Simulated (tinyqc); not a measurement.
Implanted layer, carriers, mobility and sheet resistance: effect of the temperature.

An n-type layer from the surface x = 0 to the junction xj, N(x) = N0 exp(-(x - Rp)^2/(2 sg^2)). Local neutrality (no depletion at surface or junction, no spilling of carriers), intrinsic carriers neglected, full ionisation of active dopants.

xj = Rp + sg sqrt(2 ln(N0/Nb)). Active dopant A = min(N, Ns); n = A - Nb; mobility mu = m1 + (m2 (T/300 K)^(-bt) - m1)/(1 + ((A + Nb)/Nr)^am). Dose = integral of N, carrier sheet density = integral of n, 1/Rs = q integral of n mu, mean mobility 1/(q Rs sheet density), Hall mobility (unit Hall factor) = integral of n mu^2 over integral of n mu, Hall sheet density = (integral of n mu)^2/integral of n mu^2; all from 0 to xj. Integrals on 4000 steps.

Parameters, values chosen for the exercise; values close to those of phosphorus in silicon over a p-type background: background doping of the opposite type Nb = 1.4e14 cm^-3; peak chemical concentration N0 = 4.4e19 cm^-3; mobility limit at high doping m1 = 69.7 cm^2/(V s); mobility limit at low doping, at 300 K m2 = 1400 cm^2/(V s); reference doping of the mobility law Nr = 9.43e16 cm^-3; exponent of the mobility law am = 0.705; temperature exponent of m2 bt = 2.2; solubility limit of active dopant Ns = 4.08e20 cm^-3; straggle after annealing sg = 86 nm; projected range Rp = 68 nm.

Constants: q = 1.602176634e-19 C. Results are converted to the units shown.

The same in every row: xj (nm) = 500.7; dose (cm^-2) = 7.450e14; carriers (cm^-2) = 7.450e14.

Result of one run:
```
Rs (ohm/square)	mean mobility (cm^2/(V s))	Rs xj (ohm nm)	Hall/true sheet density
95.96	87.30	4.805e4	0.9499
```

Which temperature T gave this result: 150, 200, 250, 350 or 400 K?

T = 350 K.

The whole series:
```
T (K)	Rs (ohm/square)	mean mobility (cm^2/(V s))	Rs xj (ohm nm)	Hall/true sheet density
150	43.99	190.4	2.203e4	0.6572
200	62.90	133.2	3.149e4	0.7723
250	77.54	108.1	3.882e4	0.8595
300	88.24	94.94	4.418e4	0.9160
350	95.96	87.30	4.805e4	0.9499
400	101.6	82.49	5.086e4	0.9698
```

As T goes from 150 to 400, xj stays at 501 nm, Rs rises from 44.0 to 102 ohm/square, the mean mobility falls from 190 to 82.5 cm^2/(V s) and the share of the dose that conducts stays at 100 %.

Numbers from tinyqc (`OMP_NUM_THREADS=1 python tinyqc.py 2110161 2110162 out.jsonl`; about 0.01 s on one thread of a shared Intel Xeon 2.30GHz).
